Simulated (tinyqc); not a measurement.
# MOSFET in saturation, small-signal circuit and noise, step by step

Computed by the program tinyqc: `OMP_NUM_THREADS=1 python tinyqc.py 2150104 2150105 out.jsonl`, one thread of a shared Intel Xeon 2.30GHz, about 0.01 s for the whole run. Printed values are rounded.

Bias by the inversion coefficient IC = I/Ispec (charge-based model with velocity saturation; weak inversion below 0.1, strong above 10). Common-source circuit: gm, gds, Cgs, Cgd and Cj at the inner nodes, Rg in series with the gate; quasi-static, no source or drain resistance, no gate-body capacitance, no substrate network, no induced gate noise, so fmax is an upper estimate.

Values chosen for this exercise: temperature T = 300 K; gate length L = 65 nm; total gate width W = 20 um; gate capacitance Cox = 1.35 uF/cm^2; mobility mu = 330 cm^2/(V s); slope factor n = 1.27; velocity-saturation length Ls = 15 nm; ratio gds/gm sg = 0.032; overlap and fringe capacitance per side Cov = 0.34 fF/um; drain junction capacitance Cj = 0.68 fF/um; sheet resistance of the gate Rsh = 15 ohm; finger width Wf = 4 um; gate contact and vertical resistance Rc = 200 ohm um; inversion coefficient IC = 0.076; short-channel excess of the noise factor gw = 0.12; oxide trap density Nt = 7.3e17 cm^-3 eV^-1; tunnelling length into the oxide lt = 0.1 nm; Coulomb scattering coefficient ac = 0 V s/C; signal frequency f = 1 GHz.

Constants: q = 1.602176634e-19 C, kB = 1.380649e-23 J/K, Vt = kB T/q. Results are converted to the units shown.

Range of the model: fmax exceeds 4 fT, where channel resistance and substrate losses, left out here, would cap it.

## Current, transconductance and gain

Ispec = 2 n mu Cox (W/L) Vt^2, lc = Ls/L, gms = [sqrt((lc IC + 1)^2 + 4 IC) - 1]/[2 + lc (lc IC + 1)], gm = gms Ispec/(n Vt), gds = sg gm.

Ispec = 232.695 uA
I = 17.6848 uA
gms = 0.0703941
gm = 0.498913 mS
gds = 0.0159652 mS
gm/I = 28.2114 1/V

gm/I is 92.6 % of its weak-inversion limit 1/(n Vt); without velocity saturation (lc = 0) gms would be 0.0710.

## Capacitances, gate resistance and cut-off frequencies

qs = [sqrt(1 + 4 IC) - 1]/2, Cgs = Cox W L qs (2 qs + 3)/(3 (qs + 1)^2) + Cov W, Cgd = Cov W, Cd = Cj W, Rg = Rsh (Wf/L)/(12 Nf) + Rc/W with Nf = W/Wf fingers (not rounded) contacted at both ends. fT = gm/(2 pi (Cgs + Cgd)), fmax = fT/(2 sqrt(Rg (gds + 2 pi fT Cgd))).

Cgs = 7.93721 fF
Cgd = 6.8 fF
Cd = 13.6 fF
Rg = 25.3846 ohm
fT = 5.38802 GHz
fmax = 34.0796 GHz

Overlap and fringe make up 92.3 % of the gate capacitance; fmax is 6.33 times fT.

## Admittance matrix

Inner admittances at w = 2 pi f: y11 = i w (Cgs + Cgd), y12 = -i w Cgd, y21 = gm - i w Cgd, y22 = gds + i w (Cgd + Cd). Invert to Z, add Rg to Z11 and invert back to Y.

inner y (mS):
```
	1	2
1	0.000000+0.092597i	0.000000-0.042726i
2	0.498913-0.042726i	0.015965+0.128177i
```

Y with Rg (mS):
```
	1	2
1	0.000218+0.092596i	-0.000100-0.042725i
2	0.498809-0.043898i	0.016013+0.128718i
```

## Current gain and unilateral power gain

|h21| = |Y21/Y11|; U = |Y21 - Y12|^2/(4 [Re Y11 Re Y22 - Re Y12 Re Y21]). Extrapolated at 20 dB a decade: f |h21| and f sqrt(U).

|h21| = 5.40774
U = 1161.42
f |h21| = 5.40774 GHz
f sqrt(U) = 34.0796 GHz

f |h21| is 0.37 % above the formula for fT, and f sqrt(U) within 0.01 % of that for fmax.

## Noise at the gate

Channel noise Sid = 4 kB T gam n gm with gam = (1/2 + (2/3) qs)/(1 + qs) + gw lc IC, qs = [sqrt(1 + 4 IC) - 1]/2, lc = Ls/L (the last term an empirical rise with velocity saturation); at the gate, white noise Sw = Sid/gm^2 + 4 kB T Rg. Number fluctuation with correlated mobility: S(f) = K/f, K = q^2 Vt lt Nt/(W L Cox^2) (1 + ac mu Cox I/gm)^2, Vt in eV with Nt per eV. Corner fc = K/Sw. Full shot noise would be 2 q I.

gam = 0.513148
Sid = 5.38686e-24 A^2/Hz
Sid/(2 q I) = 0.950594
sqrt(Sw) = 4.69702 nV/Hz^0.5
K = 2.04469e-10 V^2
fc = 9.26790 MHz

The gate resistance gives 1.9 % of the white noise power. In weak inversion gm = I/(n Vt), so with gam = 1/2 the thermal formula equals shot noise.
